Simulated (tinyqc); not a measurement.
Effective-mass impurity with a central-cell term, in a basis of Slater functions. Changing the effective mass m. Computed by tinyqc, a small Python program. Command: `OMP_NUM_THREADS=1 python tinyqc.py 3014303 3014304 out.jsonl centralcell sweep`. One thread of a shared host (Intel(R) Xeon(R) Processor @ 2.30GHz), about 0.02 s of CPU time with the checks.

The envelope obeys H = -nabla^2 - (2/r) [Z + A exp(-kappa r)] in effective units, with kappa = a*/lambda; positive A deepens the well near the core.

Inputs (values chosen for the exercise, with mass and screening modelled on InP):
```
quantity,value,unit
dielectric constant eps,12.6,-
charge Z of the core,2,-
central-cell strength A,-7.7,-
central-cell range lambda,1.2,angstrom
```

Impurity: donor, one isotropic band.

Constants: Ry = 13.605693123 eV; a_0 = 0.529177210903 angstrom.

Method:
- Units: Ry* = Ry m/eps^2 and a* = a_0 eps/m, with m in m_0.
- kappa = a*/lambda; the hydrogenic ground state is bound by Z^2 Ry*.
- For s functions exp(-zeta r), with s = zeta_i + zeta_j: S = 2/s^3, T = zeta_i zeta_j S, V = -2 Z/s^2, W = -2 A/(s + kappa)^2; each function is normalised by dividing by sqrt(S_ii S_jj).
- Large basis: zeta_i = 0.06 x 1.6^(i-1), i = 1..22, same formulas; for p functions r exp(-zeta r): S = 24/s^5, T = zeta_i zeta_j S (centrifugal term included), V = -12 Z/s^4, W = -12 A/(s + kappa)^4; overlap eigenvalues below 1e-11 are dropped.
- Binding energies are -E Ry*; the effective quantum number is nu = Z/sqrt(-E); |psi(0)|^2 is given relative to the hydrogenic Z^3/(pi a*^3).

One run for each value:
```
effective mass m (m_0),1s binding energy (meV),hydrogenic binding energy (meV),2p binding energy (meV),relative |psi(0)|^2,a* (angstrom)
0.020,6.85,6.86,1.71,0.8888,333.4
0.027,9.23,9.26,2.31,0.8516,246.9
0.049,16.66,16.80,4.20,0.7425,136.1
0.066,22.30,22.62,5.66,0.6666,101.0
0.089,29.78,30.51,7.63,0.5759,74.9
0.120,39.51,41.14,10.28,0.4734,55.6
0.160,51.45,54.85,13.71,0.3694,41.7
```

Give the missing row, effective mass m (m_0) = 0.037.

Computed row; columns: (1) effective mass m (m_0); (2) 1s binding energy (meV); (3) hydrogenic binding energy (meV); (4) 2p binding energy (meV); (5) relative |psi(0)|^2; (6) a* (angstrom):
```
(1)      (2)    (3)   (4)     (5)    (6)
0.037  12.62  12.68  3.17  0.8005  180.2
```

Interpolating between the two neighbouring rows (the first column on a logarithmic scale, the others too where they are positive) misses most in relative |psi(0)|^2, by 1.1 %. Over the rows, 1s binding energy (meV) rises from 6.85 to 51.5 (exponent d ln y / d ln x 1.00 between the first rows and 0.92 between the last); hydrogenic binding energy (meV) rises from 6.86 to 54.8 (exponent d ln y / d ln x about 1.00 throughout); 2p binding energy (meV) rises from 1.71 to 13.7 (exponent d ln y / d ln x about 1.00 throughout). At the low end the exponent of 1s binding energy is 1.00, close to 1: the central cell is a small correction. The exponent of 2p binding energy stays at 1: a hydrogenic level scales as m/eps^2. The exponent of a* stays at -1: a* = a_0 eps/m. The ratio of 1s to its hydrogenic value goes from 0.998 to 0.938: a heavier carrier has a smaller orbit and feels the core more.
